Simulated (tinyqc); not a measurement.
# Worked calculation: on-chip interconnect, size-dependent resistivity and RC delay

tinyqc, about 0.01 s, one thread, Intel Xeon 2.30GHz (shared host): `OMP_NUM_THREADS=1 python tinyqc.py 2100006 2100007 out.jsonl` Printed values are rounded.

A rectangular line between two neighbours and two ground planes. Surface and grain-boundary scattering are added to the bulk resistivity as corrections; capacitances are parallel-plate values without fringing; inductance is ignored.

Inputs (values chosen for the exercise); metal values close to those of copper:
```
symbol,value,unit,meaning
rho0,1.7,uohm cm,bulk resistivity
lam,39.1,nm,bulk mean free path
ps,0.3,,specular share of surface scattering
Rg,0.53,,reflection coefficient of grain boundaries
gr,2,,grain size over the metal width
wd,48,nm,drawn line width
AR,2,,"aspect ratio, height over width"
tl,2.2,nm,"liner on both walls and the bottom, not conducting"
sp,48,nm,space to the neighbouring lines
hd,86,nm,dielectric height to the planes above and below
ek,2.5,,relative permittivity of the dielectric
Mf,0,,Miller factor of the neighbours
Lw,260,um,line length
Rd,10000,ohm,driver resistance
Cl,1.5,fF,load capacitance
dt,14,ps,time step
```

Constants: eps0 = 8.8541878128e-12 F/m. Results are converted to the units shown.

## Resistivity, resistance and capacitance per length

Metal width x = wd - 2 tl, height y = AR wd - tl; grain boundaries (Mayadas-Shatzkes): al = (lam/(gr x)) Rg/(1 - Rg), g = 1/[1 - 3 al/2 + 3 al^2 - 3 al^3 ln(1 + 1/al)] - 1; surfaces (Fuchs-Sondheimer, thick limit): s = (3/8) lam (1 - ps)(1/x + 1/y); rho = rho0 (1 + g + s); r = rho/(x y); c = eps0 ek (2 wd/hd + 2 Mf AR wd/sp).

x = 43.6 nm
y = 93.8 nm
al = 0.5056363
g = 0.7083124
s = 0.3448288
rho = 3.490340 uohm cm
r = 8.534506 ohm/um
c = 0.02470936 fF/um

rho is 2.05 times the bulk value; grain boundaries add more (0.708 against 0.345). The liner takes 11.2 % of the cross-section.

## Ladder and Elmore delays

6 equal pi sections: series Rs = r Lw/6; node capacitances c Lw/6, halved at nodes 0 and 6, with Cl added to node 6; Rd feeds node 0. Elmore delay of node k: the sum, over the resistors on the path to k, of resistance times all capacitance downstream of it.

Rs = 369.8286 ohm

```
node     C (fF)  Elmore delay (ps)
0     0.5353695           79.24434
1      1.070739           81.97703
2      1.070739           84.31372
3      1.070739           86.25443
4      1.070739           87.79915
5      1.070739           88.94788
6      2.035369           89.70062
```

The far-end value equals Rd (c Lw + Cl) + r Lw (c Lw/2 + Cl) for any number of pi sections; the line resistance contributes 11.7 % of it.

## Step 1: node voltages after a time step

v at t = 0, node 0 to 6 (V): 0  0  0  0  0  0  0

A 1 V step is applied behind Rd at t = 0. C dv/dt = -G v + b, with G the conductance matrix of the ladder (1/Rs between neighbours, 1/Rd added at node 0) and b = (1 V/Rd, 0, ...). Trapezoidal step: (C/dt + G/2) v(new) = (C/dt - G/2) v + b.

v at t = 1 dt, node 0 to 6 (V): 0.2813118  0.2257067  0.1828699  0.1503779  0.1263929  0.1095579  0.0989206

## Step 2: node voltages after a time step

As before.

v at t = 2 dt, node 0 to 6 (V): 0.2954407  0.2988096  0.2935458  0.2841980  0.2739135  0.2648241  0.2583205

## Course in time

A 1 V step is applied behind Rd at t = 0. C dv/dt = -G v + b, with G the conductance matrix of the ladder (1/Rs between neighbours, 1/Rd added at node 0) and b = (1 V/Rd, 0, ...). Trapezoidal step: (C/dt + G/2) v(new) = (C/dt - G/2) v + b. The last column solves the same ladder exactly by its modes.

Voltages (V):
```
t (ps)  node 0  node 3  node 6  node 6, exact
14.00   0.2813  0.1504  0.0989         0.1174
28.00   0.2954  0.2842  0.2583         0.2492
42.00   0.4717  0.3817  0.3587         0.3613
56.00   0.4939  0.4846  0.4582         0.4568
70.00   0.6175  0.5518  0.5393         0.5379
84.00   0.6331  0.6280  0.6067         0.6069
98.00   0.7252  0.6756  0.6677         0.6657
112.0   0.7326  0.7312  0.7152         0.7156
126.0   0.8036  0.7654  0.7599         0.7581
140.0   0.8044  0.8056  0.7940         0.7942
154.0   0.8602  0.8304  0.8264         0.8250
168.0   0.8564  0.8594  0.8511         0.8511
```

The far end of the ladder reaches 0.5 V at 63.18 ps, 0.704 of its Elmore delay (ln 2 = 0.693 for a single pole); the slowest mode has a time constant of 86.52 ps. The largest error of the trapezoidal steps at that node is 18 mV.
